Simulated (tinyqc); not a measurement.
## Slope factor and drain-induced lowering from three currents

Question. With source and body at 0 V, I = A exp((Vg + dd Vd)/(nf Vt)) (1 - exp(-Vd/Vt)). Find nf, the swing nf Vt ln 10 and dd.

Inputs (values chosen for the exercise):
- T = 378 K (temperature)

Constants: q = 1.602176634e-19 C, kB = 1.380649e-23 J/K, Vt = kB T/q. Results are converted to the units shown.

currents at (Vg, Vd) = (0, 0.05), (0, 0.9) and (0.1, 0.9) V (nA/um): [0.20442792, 0.66171065, 5.9293510]

Answer. The pair at equal Vd gives nf; the pair at equal Vg, after dividing out the factors 1 - exp(-Vd/Vt), gives dd.

nf = 1.400
swing = 105.0 mV/decade
dd = 0.05000

tinyqc, about 0.03 s, one thread, Intel Xeon 2.30GHz (shared host): `OMP_NUM_THREADS=1 python tinyqc.py 2242194 2242195 out.jsonl`
